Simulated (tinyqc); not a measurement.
Pelgrom slope, floor and doping from two device sizes.

Question. s^2 = A^2/(L W) + s0^2, with s0 independent of size and A = (q/Cox) sqrt(Na Wd/3) from random dopants alone, Cox = 3.9 eps0/ti. Find A, s0 and Na.

Parameters, values chosen for the exercise: oxide-equivalent thickness in inversion ti = 0.9 nm.

Constants: q = 1.602176634e-19 C, eps0 = 8.8541878128e-14 F/cm where lengths are in cm. Results are converted to the units shown.

s for gate areas 0.00044 and 0.013 um^2 (mV): 29.2775009  7.98708431
Wd = 27.0272044 nm

Solution. s^2 is linear in 1/area: slope A^2, intercept s0^2.

A = 0.6011 mV um
s0 = 6.000 mV
Na = 2.300e18 cm^-3

Program tinyqc, `OMP_NUM_THREADS=1 python tinyqc.py 2090144 2090145 out.jsonl`; Intel Xeon 2.30GHz, shared host, one thread, about 0.01 s.
